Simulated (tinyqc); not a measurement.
From results back to parameters: eight-band Kane k.p model. Five cases, with inputs chosen for the exercise.

Problem. In the Kane model 1/m = A_r + Ep (Eg + 2 Dso/3)/(Eg (Eg + Dso)) and the Roth formula gives g* = 2 - 2 Ep Dso/(3 Eg (Eg + Dso)). The mass and the g factor below were computed from hidden Ep and Dso.

Case 1.

Values chosen (out of a larger set: near those of InSb; not measured data): Eg = 0.226 eV (gap at Gamma to the s-like level); A_r = 0 (remote-band term in 1/m).

m = 0.0138528 m0
g* = -49.19997

Case 2.

Values chosen (out of a larger set: near those of InAs; not measured data): Eg = 0.428 eV (gap at Gamma to the s-like level); A_r = 1 (remote-band term in 1/m).

m = 0.0230337 m0
g* = -14.10527

Case 3.

Values chosen (out of a larger set: near those of InAs; not measured data): Eg = 0.419 eV (gap at Gamma to the s-like level); A_r = 1 (remote-band term in 1/m).

m = 0.0231914 m0
g* = -13.99995

Case 4.

Values chosen (out of a larger set: near those of CdTe; not measured data): Eg = 1.618 eV (gap at Gamma to the s-like level); A_r = 1 (remote-band term in 1/m).

m = 0.0939619 m0
g* = -0.59363

Case 5.

Values chosen (out of a larger set: near those of CdTe; not measured data): Eg = 1.57 eV (gap at Gamma to the s-like level); A_r = -0.5 (remote-band term in 1/m).

m = 0.0975101 m0
g* = -1.07529

Find: X; Y; Ep; Dso.

Solution. Let X = 1/m - A_r and Y = (2 - g*)/2. Then X + Y = Ep/Eg and X - 2 Y = Ep/(Eg + Dso).

Case 1.

X = 72.188
Y = 25.600
Ep = 22.10 eV
Dso = 0.827 eV

Case 2.

X = 42.415
Y = 8.053
Ep = 21.60 eV
Dso = 0.393 eV

Case 3.

X = 42.119
Y = 8.000
Ep = 21.00 eV
Dso = 0.385 eV

Case 4.

X = 9.643
Y = 1.297
Ep = 17.70 eV
Dso = 0.893 eV

Case 5.

X = 10.755
Y = 1.538
Ep = 19.30 eV
Dso = 0.943 eV

Computed by tinyqc, one run a case: `OMP_NUM_THREADS=1 python tinyqc.py N N+1 out.jsonl` with N = 1080179, 1080189, 1080216, 1080239, 1080244; one thread of a shared Intel(R) Xeon(R) Processor @ 2.30GHz, about 0.08 s a run at most.
